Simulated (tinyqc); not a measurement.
# From one set of inputs to another, one input at a time

Model: lateral field, substrate current, probability of reaching the oxide barrier and hot-carrier lifetime of a silicon transistor (pseudo-two-dimensional and lucky-electron models). Computed by tinyqc, a small Python program. Command: `OMP_NUM_THREADS=1 python tinyqc.py 3010684 3010685 out.jsonl hotcar ladder`. One thread of a shared host (Intel(R) Xeon(R) Processor @ 2.30GHz), about 0.01 s of CPU time with the checks.

Local-field models: a lucky carrier gains its energy at the peak field over a path free of collisions. Voltages are magnitudes.

The inputs printed are set A. Set A is modelled on a silicon n-channel; the values taken over come from a set modelled on a silicon p-channel. Inputs not listed in the table keep their values of set A, so the rows need not describe a real material.

Inputs (values chosen for the exercise, modelled on a silicon n-channel):
```
quantity                                value                      unit
channel length L                          490                        nm
oxide thickness t                          13                        nm
junction depth x_j                        130                        nm
mobility mu                               380                cm^2/(V s)
saturation velocity v_s                  0.87                  1e7 cm/s
threshold voltage V_T                    0.43                         V
gate voltage V_G                          2.9                         V
drain voltage V_D                         5.3                         V
ionisation prefactor A_i              1.7e+06                      1/cm
ionisation field B_i                     1.76                     MV/cm
hot-carrier mean free path lambda         7.8                        nm
oxide barrier phi_b                       3.1                        eV
interface-trap threshold phi_it           3.6                        eV
lifetime constant H                        10  s microampere/micrometre
length of the depleted extension L_n       30                        nm
```

Drain: lightly doped extension.

Constants: eps_0 = 8.8541878128e-12 F/m.

Method:
- C_ox = 3.9 eps_0/t; F_sat = 2 v_s/mu; V_Dsat = V_ov F_sat L/(V_ov + F_sat L), V_ov = V_G - V_T; I_D/W = C_ox v_s (V_ov - V_Dsat).
- Scale length l = 0.22 t^(1/3) x_j^(1/2) (all in cm); F_m = sqrt(((V_D - V_Dsat)/l_e)^2 + F_sat^2), with l_e = l + L_n; length of the velocity-saturated region l_e ln((V_D - V_Dsat)/(l_e F_sat) + F_m/F_sat).
- Substrate current I_sub/I_D = (A_i/B_i)(V_D - V_Dsat) exp(-B_i/F_m); probability of reaching the oxide barrier exp(-phi_b/(e lambda F_m)); lifetime tau = (H/(I_D/W)) exp(phi_it/(e lambda F_m)).
- V_10 solves tau = 3.156e8 s at the given V_G. The extrapolation fits ln(tau) against 1/V_D at 1, 1.08, 1.16 and 1.25 times the given V_D (rounded to 3 digits) by least squares and reads off the same tau.

Each row keeps all changes above it; columns: (1) input moved; (2) from; (3) to; (4) peak field F_m (kV/cm); (5) drain current I_D/W (microampere/micrometre); (6) ten-year drain voltage V_10 (V):
```
(1)                                        (2)   (3)    (4)    (5)    (6)
set A                                        -     -  356.8  299.1  3.457
oxide thickness t (nm)                      13    22  313.1  176.7  3.846
channel length L (nm)                      490  1300  270.8   98.9  4.490
hot-carrier mean free path lambda (nm)     7.8   5.1  270.8   98.9  6.002
gate voltage V_G (V)                       2.9   4.2  229.3  199.6  6.429
mobility mu (cm^2/(V s))                   380   140  209.3   97.4  7.028
junction depth x_j (nm)                    130   210  186.6   97.4  7.862
length of the depleted extension L_n (nm)   30    66  168.5   97.4  8.936
```

Peak field F_m goes from 357 to 169, a factor 0.472 in all. The largest single move comes from gate voltage V_G (a factor 0.847). Drain current I_D/W goes from 299 to 97.4, a factor 0.326 in all. The largest single move comes from mobility mu (a factor 0.488), and gate voltage V_G works against it (a factor 2.02). Ten-year drain voltage V_10 goes from 3.46 to 8.94, a factor 2.59 in all. The largest single move comes from hot-carrier mean free path lambda (a factor 1.34). The single moves hold for this order of the switches; the total does not depend on the order.

Caution (rows set A): the empirical formula for l was fitted to oxides of about 15 nm or more; for thinner ones it is an extrapolation. Caution (rows set A, oxide thickness t): the saturated region fills most of the channel, so the split into two regions is rough.

Extremes, crossings and ranges named in words are read from the listed rows.
